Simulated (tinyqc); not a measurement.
# Changing the noise amplitude

Model: cluster expansion of a binary alloy: correlations, fit, cross-validation and ground states. Computed by tinyqc, a small Python program. Command: `OMP_NUM_THREADS=1 python tinyqc.py 3016608 3016609 out.jsonl clex sweep`. One thread of a shared host (Intel(R) Xeon(R) Processor @ 2.30GHz), about 0.2 s of CPU time with the checks.

s = +1 for A and -1 for B. Energy per site E = J0 + J1 P(point) + sum over clusters of m V P, with P the mean product of spins; V > 0 on a pair favours unlike neighbours. Clusters per site m: pair 1 6, pair 2 3, pair 3 12, triplet 8; the triplet is the triangle of first neighbours. Formation energies are counted from the line between pure A and pure B, which removes J0 and J1.

Inputs (values chosen for the exercise, for a model alloy):

| quantity | value | unit |
|---|---|---|
| first-pair interaction V1 | 12.1 | meV |
| second-pair interaction V2 | -3.7 | meV |
| third-pair interaction V3 | 0.94 | meV |
| triplet interaction Vt | -0.21 | meV |

Lattice: fcc.

correlations P, counted on periodic cells:
```
                       point     pair 1     pair 2     pair 3    triplet
A                   1.000000   1.000000   1.000000   1.000000   1.000000
A3B L1_2            0.500000   0.000000   1.000000   0.000000  -0.500000
A3B D0_22           0.500000   0.000000   0.666667   0.333333  -0.500000
A3B (001) layers    0.500000   0.333333   0.666667   0.000000   0.500000
A2B (001) layers    0.333333   0.111111   0.555556  -0.333333   0.333333
AB L1_0             0.000000  -0.333333   1.000000  -0.333333   0.000000
AB L1_1             0.000000   0.000000  -1.000000   0.000000   0.000000
A2B2 (001) layers   0.000000   0.333333   0.333333  -0.333333   0.000000
AB2 (001) layers   -0.333333   0.111111   0.555556  -0.333333  -0.333333
AB3 L1_2           -0.500000   0.000000   1.000000   0.000000   0.500000
AB3 D0_22          -0.500000   0.000000   0.666667   0.333333   0.500000
AB3 (001) layers   -0.500000   0.333333   0.666667   0.000000  -0.500000
B                  -1.000000   1.000000   1.000000   1.000000  -1.000000
```

standard normal numbers for the noise (0 for the pure ends): A 0.000, A3B L1_2 -1.056, A3B D0_22 -0.106, A3B (001) layers -1.303, A2B (001) layers 0.781, AB L1_0 0.354, AB L1_1 -0.860, A2B2 (001) layers 0.036, AB2 (001) layers 0.202, AB3 L1_2 0.863, AB3 D0_22 -0.132, AB3 (001) layers 0.658, B 0.000

Method:
- Design matrix of formation energies: m (P - 1) for pairs and m (P(triplet) - P(point)) for the triplet; x = (1 - P(point))/2.
- Exact: X V with V = (V1, V2, V3, Vt). The data to fit add the noise amplitude times the normal numbers, standing for what the clusters leave out.
- Leave out pair 3: A = X^T X and b = X^T E (E being the data with noise) over these three columns; solve A V = b. The root-mean-square error runs over the structures between the pure ends.
- For each set, H = X (X^T X)^-1 X^T over the structures between the ends; residual e = E - H E; leave-one-out error e_i/(1 - H_ii); both as root mean squares.

One run for each value:

| noise amplitude (meV/site) | leave-one-out error without pair 3 (meV/site) | leave-one-out error with all four (meV/site) | root-mean-square error of the three-cluster fit (meV/site) |
|---|---|---|---|
| 0.12 | 7.0360 | 0.0990 | 3.6041 |
| 0.23 | 6.9998 | 0.1898 | 3.5896 |
| 0.45 | 6.9302 | 0.3714 | 3.5643 |
| 0.87 | 6.8085 | 0.7180 | 3.5295 |
| 1.70 | 6.6131 | 1.4031 | 3.5144 |
| 3.20 | 6.4260 | 2.6410 | 3.6664 |
| 6.30 | 6.7559 | 5.1996 | 4.5762 |
| 12.00 | 9.3093 | 9.9039 | 7.2916 |

What does the table show, and why?

Over the rows, leave-one-out error without pair 3 (meV/site) goes from 7.04 through a minimum among these rows, 6.43 at 3.20, to 9.31; leave-one-out error with all four (meV/site) rises from 0.0990 to 9.90 (exponent d ln y / d ln x about 1.0 throughout); root-mean-square error of the three-cluster fit (meV/site) goes from 3.60 through a minimum among these rows, 3.51 at 1.70, to 7.29. With all four clusters the error is pure noise and scales with it. Leaving out pair 3 leaves a floor set by V3 once the noise is small enough, but predicts better from a noise of 12 meV on.

Extremes, crossings and ranges named in words are read from the listed rows.
